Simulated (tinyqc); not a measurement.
Worked calculation (part 2 of 2): RKS/LDA (PW92) in the 3-21g basis, for H3+, spin multiplicity 1. Computed by tinyqc, a small Python program that keeps every step (integrals from PySCF). Command: `OMP_NUM_THREADS=1 python tinyqc.py 25490 25491 out.jsonl` (the two numbers bound the seeds that draw the settings). One thread of a shared host (Intel(R) Xeon(R) Processor @ 2.60GHz), about 0.3 s of CPU time with the checks.

Geometry (angstrom):
```
atom         x         y         z
H     0.000000  0.000000  0.000000
H     0.000000  0.000000  1.091000
H     0.000000  1.061000  0.510000
```

## Iteration 41 (converged): orbitals

converged F (hartree):
```
           1H 1s      1H 2s      2H 1s      2H 2s      3H 1s      3H 2s
1H 1s  -0.336173  -0.612270  -0.273978  -0.397968  -0.222919  -0.364911
1H 2s  -0.612270  -0.627792  -0.396896  -0.524586  -0.362357  -0.499932
2H 1s  -0.273978  -0.396896  -0.335201  -0.610182  -0.205046  -0.351908
2H 2s  -0.397968  -0.524586  -0.610182  -0.624057  -0.350483  -0.490324
3H 1s  -0.222919  -0.362357  -0.205046  -0.350483  -0.335128  -0.606317
3H 2s  -0.364911  -0.499932  -0.351908  -0.490324  -0.606317  -0.615225
```

X:
```
           1H 1s      1H 2s      2H 1s      2H 2s      3H 1s      3H 2s
1H 1s   1.245026  -0.500120   0.008222   0.008649   0.022569   0.012060
1H 2s  -0.500120   1.682995   0.006367  -0.439213   0.005121  -0.366501
2H 1s   0.008222   0.006367   1.244946  -0.498427   0.026278   0.012294
2H 2s   0.008649  -0.439213  -0.498427   1.661064   0.007594  -0.338467
3H 1s   0.022569   0.005121   0.026278   0.007594   1.244783  -0.495701
3H 2s   0.012060  -0.366501   0.012294  -0.338467  -0.495701   1.602783
```

Diagonalise F' = X^T F X, C = X C', fill 1 alpha and 1 beta electrons from the bottom; D = 2 C_occ C_occ^T. Each column has its largest component positive (the first on a tie).

F' = X^T F X (hartree):
```
           1          2          3          4          5          6
1   0.067568  -0.531162  -0.080263  -0.064691  -0.040448  -0.059260
2  -0.531162  -0.111798  -0.066055  -0.103522  -0.064850  -0.099570
3  -0.080263  -0.066055   0.067189  -0.531316  -0.026813  -0.057946
4  -0.064691  -0.103522  -0.531316  -0.114846  -0.062439  -0.097440
5  -0.040448  -0.064850  -0.026813  -0.062439   0.062723  -0.534048
6  -0.059260  -0.099570  -0.057946  -0.097440  -0.534048  -0.120947
```

orbital energies (hartree): MO1 -0.846968, MO2 -0.446689, MO3 -0.402797, MO4 0.491515, MO5 0.512569, MO6 0.542259

coefficients C:
```
            MO1        MO2        MO3        MO4        MO5        MO6
1H 1s  0.256261  -0.136155   0.310625   0.892262  -0.145417  -0.896121
1H 2s  0.226079  -0.330568   0.965462  -0.829480  -0.053157   1.275352
2H 1s  0.251413  -0.216463  -0.265442   0.908621   0.153586   0.877248
2H 2s  0.224138  -0.538264  -0.840685  -0.834108  -0.464402  -1.164920
3H 1s  0.240242   0.350247  -0.044566   0.067495  -1.250056   0.216601
3H 2s  0.220402   0.913639  -0.144728   0.329047   1.409476  -0.254277
```

D after iteration 41:
```
          1H 1s     1H 2s     2H 1s     2H 2s     3H 1s     3H 2s
1H 1s  0.131340  0.115871  0.128855  0.114876  0.123130  0.112961
1H 2s  0.115871  0.102224  0.113679  0.101346  0.108628  0.099657
2H 1s  0.128855  0.113679  0.126417  0.112702  0.120800  0.110824
2H 2s  0.114876  0.101346  0.112702  0.100476  0.107695  0.098801
3H 1s  0.123130  0.108628  0.120800  0.107695  0.115433  0.105900
3H 2s  0.112961  0.099657  0.110824  0.098801  0.105900  0.097154
```

## Convergence

Stop when the energy changes by less than 1e-10 hartree and every element of the error matrix X^T (F D S - S D F) X is below 3e-06.

Course of the cycle:
```
iteration  E (hartree)     change  largest element of the error matrix
1          -1.23683161          -                             7.07e-02
2          -1.24652492  -9.69e-03                             2.31e-02
3          -1.24714440  -6.19e-04                             1.73e-02
4          -1.24748703  -3.43e-04                             1.37e-02
5          -1.24770707  -2.20e-04                             1.05e-02
6          -1.24783859  -1.32e-04                             8.30e-03
7          -1.24792297  -8.44e-05                             6.41e-03
8          -1.24797461  -5.16e-05                             5.08e-03
9          -1.24800765  -3.30e-05                             4.00e-03
10         -1.24802816  -2.05e-05                             3.23e-03
11         -1.24804125  -1.31e-05                             2.57e-03
12         -1.24804944  -8.19e-06                             2.06e-03
13         -1.24805466  -5.22e-06                             1.65e-03
14         -1.24805794  -3.28e-06                             1.32e-03
...                ...        ...                                  ...
28         -1.24806362  -5.53e-09                             5.50e-05
29         -1.24806362  -3.50e-09                             4.38e-05
30         -1.24806362  -2.22e-09                             3.49e-05
31         -1.24806362  -1.41e-09                             2.78e-05
32         -1.24806363  -8.92e-10                             2.21e-05
33         -1.24806363  -5.65e-10                             1.76e-05
34         -1.24806363  -3.58e-10                             1.40e-05
35         -1.24806363  -2.27e-10                             1.12e-05
36         -1.24806363  -1.44e-10                             8.90e-06
37         -1.24806363  -9.12e-11                             7.08e-06
38         -1.24806363  -5.78e-11                             5.64e-06
39         -1.24806363  -3.66e-11                             4.49e-06
40         -1.24806363  -2.32e-11                             3.57e-06
41         -1.24806363  -1.47e-11                             2.85e-06
```

PySCF RKS in the same basis, fine grid = -1.24719953 hartree

Converged in 41 iterations. The coarse grid moves the energy by -8.64e-04 hartree.

## Populations, bond orders and dipole

overlap S:
```
          1H 1s     1H 2s     2H 1s     2H 2s     3H 1s     3H 2s
1H 1s  1.000000  0.645899  0.149373  0.339643  0.110934  0.305626
1H 2s  0.645899  1.000000  0.339643  0.677507  0.305626  0.635530
2H 1s  0.149373  0.339643  1.000000  0.645899  0.098651  0.293114
2H 2s  0.339643  0.677507  0.645899  1.000000  0.293114  0.619630
3H 1s  0.110934  0.305626  0.098651  0.293114  1.000000  0.645899
3H 2s  0.305626  0.635530  0.293114  0.619630  0.645899  1.000000
```

Mulliken: Z minus the diagonal of D S on the atom; Loewdin: the same with S^(1/2) D S^(1/2); Mayer order: 2 sum_s sum (D(s) S)_ij (D(s) S)_ji over the two atoms.

Charges (e):
```
atom  Mulliken   Loewdin
1H    0.306500  0.305511
2H    0.324793  0.324166
3H    0.368707  0.370323
```

Mayer bond orders:
```
pair     order
2-1   0.468256
3-1   0.437802
3-2   0.426253
```

dipole moment about the origin, x y z (debye): 0.000000  1.886426  2.607041
